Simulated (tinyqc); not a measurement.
Inside a calculation: defect-molecule model of a vacancy with Jahn-Teller distortion. Values are carried at full precision from step to step, so a last printed digit may differ when a step is redone from the rounded ones.

Four dangling hybrids a, b, c, d point into the vacancy: H_ii = E0, and -gm between any two. A tetragonal distortion Q pairs a with b and c with d: those two couplings become -gm - I Q and the other four -gm + I Q/2, at an elastic cost k Q^2/2. The a1 level holds two electrons; charge states 2+, + and 0 put n = 0, 1, 2 more into the lowest level of t2 origin. Energy from the 2+ state at Q = 0, with the Fermi level mu counted from Ev: W_n(Q) = n (et - 2 I Q) + k Q^2/2 + Uc n (n - 1)/2 - n mu. et = E0 + gm is the undistorted t2 level.

Values chosen for the exercise (of the size used for the vacancy in silicon; not measured data):
```
symbol  value  unit           meaning
E0      -0.15  eV             level of a dangling hybrid, from Ev
gm      0.38   eV             coupling between two dangling hybrids
I       0.93   eV/angstrom    Jahn-Teller coupling
k       18.9   eV/angstrom^2  force constant of the mode
Uc      0.1    eV             repulsion of two electrons in one orbital
Q       0.19   angstrom       a trial distortion
```

## The molecule at a trial distortion

Fill in H at Q.

H (eV), rows a, b, c, d and columns alike:
$$\begin{pmatrix}
-0.1500 & -0.5567 & -0.2917 & -0.2917 \\
-0.5567 & -0.1500 & -0.2917 & -0.2917 \\
-0.2917 & -0.2917 & -0.1500 & -0.5567 \\
-0.2917 & -0.2917 & -0.5567 & -0.1500
\end{pmatrix}$$

## One-electron levels

Diagonalise. By symmetry: a + b + c + d at E0 - 3 gm, a + b - c - d at E0 + gm - 2 I Q, and the pair a - b, c - d at E0 + gm + I Q.

levels (eV): [-1.2900, -0.1234, 0.4067, 0.4067]

The t2 triplet has split by 3 I Q = 0.5301 eV, and its centre has stayed.

## Relaxed charge states

Minimise W_n over Q: Q_n = 2 n I/k, gain n^2 E_JT with E_JT = 2 I^2/k. W_n at mu = 0 is n et - n^2 E_JT + Uc n (n - 1)/2.

E_JT = 0.0915 eV

States:
```
n  charge  Q_n (angstrom)  gain (eV)  W_n (eV)
0      2+          0.0000     0.0000    0.0000
1       +          0.0984     0.0915    0.1385
2       0          0.1968     0.3661    0.1939
```

## Transition levels and the effective U

From the energies W_n of the relaxed states with n = 0, 1, 2 electrons: E(2+/+) = W1 - W0, E(+/0) = W2 - W1, U_eff = E(+/0) - E(2+/+), E(2+/0) = (W2 - W0)/2.

levels above Ev (eV): (2+/+) 0.1385, (+/0) 0.0554, (2+/0) 0.0970

U_eff = -0.0830 eV

U_eff < 0: the second electron is bound more strongly than the first, the + state is never the lowest, and the charge changes by two at 0.0970 eV.

## Vertical against thermal levels

At fixed Q the level for adding the first electron is et - 2 I Q. Capture into 2+ at Q0 = 0 costs et; removal from + at Q1 = 2 I/k takes place at et - 2 E_JT, E_JT = 2 I^2/k; the thermal level lies between, and the Franck-Condon shift is E_JT on each side. et = E0 + gm.

levels (eV): vertical at Q0 0.2300, thermal 0.1385, vertical at Q1 0.0470

Stokes shift = 0.1830 eV

## Checks

- W2 from the formula against a numerical minimum over Q with the level from H(Q): both 0.19390.

Run: tinyqc, `OMP_NUM_THREADS=1 python tinyqc.py 1451335 1451336 out.jsonl`; Intel(R) Xeon(R) Processor @ 2.30GHz, one thread, shared host; about 0.01 s of CPU time with all checks.
